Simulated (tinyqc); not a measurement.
From results back to parameters: one-oscillator model of a band gap. Three cases, with inputs chosen for the exercise.

Problem. A gap follows E(T) = E0 - s1 t1/(exp(t1/T) - 1) with the zero-point term ZP = s1 t1/2, which scales as M^(-1/2). The shift of E0 on going from M to M + dM and the limiting slope at high T are given.

Case 1.

Values chosen (out of a larger set: near those of GaAs; not measured data): M = 72.17 u (mean atomic mass); dM = -4.28 u (change of the mean mass (not bounded by the natural isotopes)).

shift of E0 = -1.368857 meV
limiting slope s1 = 0.441 meV/K

Case 2.

Values chosen (out of a larger set: near those of GaN; not measured data): M = 41.93 u (mean atomic mass); dM = 2.33 u (change of the mean mass (not bounded by the natural isotopes)).

shift of E0 = 4.760214 meV
limiting slope s1 = 0.562 meV/K

Case 3.

Values chosen (out of a larger set: near those of diamond; not measured data): M = 12 u (mean atomic mass); dM = 0.68 u (change of the mean mass (not bounded by the natural isotopes)).

shift of E0 = 9.366104 meV
limiting slope s1 = 0.583 meV/K

Find: sqrt(M/(M + dM)); ZP; t1.

Solution. The shift is ZP (1 - sqrt(M/(M + dM))); then t1 = 2 ZP/s1.

Case 1.

sqrt(M/(M + dM)) = 1.031040
ZP = 44.10 meV
t1 = 200 K

Case 2.

sqrt(M/(M + dM)) = 0.973322
ZP = 178.44 meV
t1 = 635 K

Case 3.

sqrt(M/(M + dM)) = 0.972817
ZP = 344.55 meV
t1 = 1182 K

Computed by tinyqc, one run a case: `OMP_NUM_THREADS=1 python tinyqc.py N N+1 out.jsonl` with N = 1850407, 1850417, 1850454; one thread of a shared Intel(R) Xeon(R) Processor @ 2.30GHz, about 0.01 s a run at most.
